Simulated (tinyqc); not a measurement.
Comparisons within one model: alloy A(1-x)B(x) by interpolation with bowing. A value that a table varies takes the place of the one given here.

Each gap follows E(x) = (1 - x) E_A + x E_B - C x (1 - x); the lattice constant follows Vegard, a(x) = (1 - x) a_A + x a_B.

Mass at Gamma from the Kane formula 1/m = F + Ep (Eg + 2 Dso/3)/(Eg (Eg + Dso)). F is fixed by the masses of A and B and interpolated linearly, as is Ep; Eg and Dso carry their bowing.

Constants: hc = 1239.841984 eV nm.

Values chosen for the exercise (A near Si, B near Ge; shifted at random, so the results belong to these values and not to a real crystal):
- a = (5.424, 5.656) angstrom (lattice constant of A, B)
- Eg = (4.229, 0.892) eV (gap at Gamma to the s-like level of A, B)
- EgX = (1.169, 0.933) eV (gap to the lowest valley along Gamma-X of A, B)
- EgL = (2.093, 0.748) eV (gap to L of A, B)
- C = (0.198, 0.221, 0) eV (bowing of the Gamma, X and L gaps)
- Dso = (0.044, 0.293) eV (spin-orbit splitting of A, B)
- Ep = (21.6, 26.1) eV (Kane energy of A, B)
- me = (0.1972, 0.038) m0 (electron mass at Gamma of A, B)
- Cs = 0 eV (bowing of Dso)
- x = 0.46 (fraction of B)

## Gaps across the alloy

Eleven compositions.

Gaps (eV):

| x | a (angstrom) | Gamma | X | L | lowest | wavelength (nm) |
|---|---|---|---|---|---|---|
| 0.0 | 5.4240 | 4.229 | 1.169 | 2.093 | X | 1061 |
| 0.1 | 5.4472 | 3.877 | 1.126 | 1.958 | X | 1102 |
| 0.2 | 5.4704 | 3.530 | 1.086 | 1.824 | X | 1141 |
| 0.3 | 5.4936 | 3.186 | 1.052 | 1.690 | X | 1179 |
| 0.4 | 5.5168 | 2.847 | 1.022 | 1.555 | X | 1214 |
| 0.5 | 5.5400 | 2.511 | 0.996 | 1.421 | X | 1245 |
| 0.6 | 5.5632 | 2.179 | 0.974 | 1.286 | X | 1272 |
| 0.7 | 5.5864 | 1.852 | 0.957 | 1.151 | X | 1295 |
| 0.8 | 5.6096 | 1.528 | 0.945 | 1.017 | X | 1312 |
| 0.9 | 5.6328 | 1.208 | 0.937 | 0.882 | L | 1405 |
| 1.0 | 5.6560 | 0.892 | 0.933 | 0.748 | L | 1658 |

How do the results move?

The lowest valley changes at x = 0.858 (X to L, gap 0.940 eV). The Gamma gap is monotonic, since its bowing (0.198 eV) is smaller than the difference of the end gaps (3.337 eV); at x = 0.5 bowing lowers it by C/4 = 0.050 eV.

## Three ways to interpolate a mass

Linear in m, linear in 1/m, and the Kane formula.

Masses (m0):

| x | Eg (eV) | linear in m | linear in 1/m | Kane | Kane m/Eg (1/eV) |
|---|---|---|---|---|---|
| 0.000 | 4.229 | 0.1972 | 0.1972 | 0.1972 | 0.0466 |
| 0.125 | 3.790 | 0.1773 | 0.1294 | 0.1746 | 0.0461 |
| 0.250 | 3.358 | 0.1574 | 0.0963 | 0.1526 | 0.0455 |
| 0.375 | 2.931 | 0.1375 | 0.0767 | 0.1313 | 0.0448 |
| 0.500 | 2.511 | 0.1176 | 0.0637 | 0.1108 | 0.0441 |
| 0.625 | 2.097 | 0.0977 | 0.0545 | 0.0912 | 0.0435 |
| 0.750 | 1.689 | 0.0778 | 0.0476 | 0.0725 | 0.0429 |
| 0.875 | 1.287 | 0.0579 | 0.0423 | 0.0548 | 0.0426 |
| 1.000 | 0.892 | 0.0380 | 0.0380 | 0.0380 | 0.0426 |

What does this show?

At x = 0.5 the three give 0.1176, 0.0637 and 0.1108; judged by the largest distance, the Kane value is closer to the interpolation in m (largest distances 0.0068 m0 from the rule in m, 0.0563 m0 from the rule in 1/m). The ratio m/Eg varies by a factor of 1.10 while the gap varies by 4.74; a constant ratio is the two-band rule m = Eg/Ep at fixed Ep.

## What each parameter does

Gaps at x and the Kane mass. Each row changes one parameter from the base and keeps the others.

Results:

| case | Gamma (eV) | X (eV) | L (eV) | mass (m0) |
|---|---|---|---|---|
| base | 2.6448 | 1.0055 | 1.4743 | 0.1173 |
| x = 0.42 | 2.7792 | 1.0160 | 1.5281 | 0.1239 |
| C = (0.298, 0.321, 0.1) eV | 2.6200 | 0.9807 | 1.4495 | 0.1162 |
| Eg = (4.44, 0.892) eV | 2.7587 | 1.0055 | 1.4743 | 0.1205 |
| EgX = (1.169, 0.886) eV | 2.6448 | 0.9839 | 1.4743 | 0.1173 |
| EgL = (1.988, 0.748) eV | 2.6448 | 1.0055 | 1.4176 | 0.1173 |
| Ep = (23.8, 28.7) eV | 2.6448 | 1.0055 | 1.4743 | 0.1266 |
| Cs = 0.05 eV | 2.6448 | 1.0055 | 1.4743 | 0.1171 |

What does this show?

The largest shifts from the base row, up to three for each result and ties (the steps differ in size, so this ranks the rows, not the parameters). Gamma (eV): x +0.1344, Eg +0.1139, C -0.0248; unchanged at the printed digits by EgX, EgL, Ep and Cs. X (eV): C -0.0248, EgX -0.0216, x +0.0105; unchanged at the printed digits by Eg, EgL, Ep and Cs. L (eV): EgL -0.0567, x +0.0538, C -0.0248; unchanged at the printed digits by Eg, EgX, Ep and Cs. mass (m0): Ep +0.0093, x +0.0066, Eg +0.0032; unchanged at the printed digits by EgX and EgL.

Computed by tinyqc, a small Python program: `OMP_NUM_THREADS=1 python tinyqc.py 1050780 1050781 out.jsonl` (the numbers bound the seed that draws the inputs); one thread of a shared host (Intel(R) Xeon(R) Processor @ 2.30GHz), about 0.01 s for the whole set of steps.
